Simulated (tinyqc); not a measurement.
Inputs raised by 2 %, one at a time: Stillinger-Weber potential for a tetrahedral semiconductor. Computed by tinyqc, a small Python program. Command: `OMP_NUM_THREADS=1 python tinyqc.py 3021571 3021572 out.jsonl swsi sens`. One thread of a shared host (Intel(R) Xeon(R) Processor @ 2.30GHz), about 0.1 s of CPU time with the checks.

With x = r/sigma: pair term eps A (B x^-4 - 1) exp(1/(x - a)); for each pair of neighbours j, k of atom i, three-body term eps lambda exp(gamma/(x_ij - a) + gamma/(x_ik - a)) (cos theta_jik + 1/3)^2; both vanish beyond x = a. A = 7.049556277, B = 0.6022245584, a = 1.8.

Inputs (values chosen for the exercise, modelled on germanium):
```
quantity                    value      unit
energy scale eps            1.891        eV
length scale sigma          2.171  angstrom
three-body strength lambda   33.6         -
gamma                         1.3         -
```

Constants: 1 eV/angstrom^3 = 160.2176634 GPa.

Method. All angles are tetrahedral, so only the pair term acts; its minimum lies at x = 2^(1/6) with depth eps, and second neighbours lie beyond the cut-off. a0 = 4 d/sqrt3; E = -2 eps per atom. Second derivatives of the energy per atom, volume a0^3/8: e_xx gives C11, e_xx = -e_yy gives 2 (C11 - C12), e_xy = e_yx = h/2 gives the unrelaxed C44(0). Under that shear the second sublattice shifts by u_z; minimising over u_z gives C44 = C44(0) - E_hu^2/(E_uu V) and Kleinman's zeta = |E_hu/E_uu|/(a0/4). The optical force constant is k = 4 E_uu, with M omega^2 = k at the zone centre.

Runs:
```
input moved                     from       to  C11 (GPa)  C44 (GPa)  internal strain zeta  optical force constant k (eV/angstrom^2)
base run                           -        -     126.17     50.319               0.57801                                    31.083
energy scale eps (eV)          1.891  1.92882     128.70     51.326               0.57801                                    31.705
length scale sigma (angstrom)  2.171  2.21442     118.90     47.417               0.57801                                    29.876
three-body strength lambda      33.6   34.272     127.11     51.039               0.57198                                    31.258
gamma                            1.3    1.326     122.73     47.591               0.60089                                    30.437
```

Exponents ln(y'/y) / ln(x'/x):
```
input                          C11     C44  internal strain zeta  optical force constant k
energy scale eps             1.000   1.000                  0.00                     1.000
length scale sigma          -3.000  -3.000                  0.00                    -2.000
three-body strength lambda   0.372   0.717                 -0.53                     0.283
gamma                       -1.399  -2.815                  1.96                    -1.061
```

Which inputs matter most for each result?

Among the inputs moved here: C11 answers most in size to length scale sigma (exponent -3.000), next to gamma (-1.399). Its exponent +1.000 in energy scale eps: eps sets the scale. Its exponent -3.000 in length scale sigma: energy over volume. C44 answers most in size to length scale sigma (exponent -3.000), next to gamma (-2.815). Its exponent -3.000 in length scale sigma: energy over volume. Internal strain zeta answers most in size to gamma (exponent +1.960), next to three-body strength lambda (-0.530); its exponent is below 0.0005 for energy scale eps, length scale sigma. Its exponent 0.000 in energy scale eps: zeta depends only on the ratio of bending to stretching stiffness. Optical force constant k answers most in size to length scale sigma (exponent -2.000), next to gamma (-1.061). Its exponent -2.000 in length scale sigma: energy over length squared.

Caution (all rows): the original fit to silicon is too soft in shear (C44) and too stiff for the optical mode.
